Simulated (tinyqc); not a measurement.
Threshold of a short bulk MOSFET: charge sharing, barrier lowering, narrow width: one step of the calculation.

n-channel device on a p-type body, depletion approximation, full ionisation. Uniform doping N = Na. Vbi from Boltzmann statistics is rough for the degenerate source. Cox = eps0 eox/tox.

Problem. Short-channel and narrow-width shifts. Charge sharing (trapezoid; it ignores Vds): F = (xj/L)(sqrt(1 + 2 Wd/xj) - 1), lowering = body term times F. Barrier lowering: th = exp(-L/(2 l)) + 2 exp(-L/l), lowering = th [2 (Vbi - 2 pB) + Vds], DIBL = th. Narrow width: rise = body term times xw Wd/W. VT by each model = VT0 - lowering + rise.

Values chosen for this exercise; band and dielectric values close to those of silicon:
- xj = 17 nm (junction depth)
- Vds = 1.2 V (drain-source voltage)
- W = 1700 nm (gate width)
- xw = 0 (shape factor of the fringing depletion at the width edges)
- L = 320 nm (channel length)

2 pB = 0.82519978 V
Wd = 108.61587 nm
body term = 0.17569405 V
VT0 = 0.10089383 V
Vbi = 1.0059346 V
l = 35.438658 nm

Wanted: F; lowering by charge sharing; th; lowering of the barrier; DIBL; narrow-width rise; VT, charge sharing; VT, barrier lowering.

Solution.

F = 0.1441
lowering by charge sharing = 25.31 mV
th = 0.01118
lowering of the barrier = 17.46 mV
DIBL = 11.18 mV/V
narrow-width rise = 0 mV
VT, charge sharing = 0.07558 V
VT, barrier lowering = 0.08343 V

L is 9.03 scale lengths. The charge-sharing lowering is 45 % above the barrier lowering; the first falls off as 1/L and the second exponentially. Both describe the same loss of gate control, so they are alternatives and are not added.

Program tinyqc, `OMP_NUM_THREADS=1 python tinyqc.py 2002066 2002067 out.jsonl`; Intel Xeon 2.30GHz, shared host, one thread, about 0.01 s.
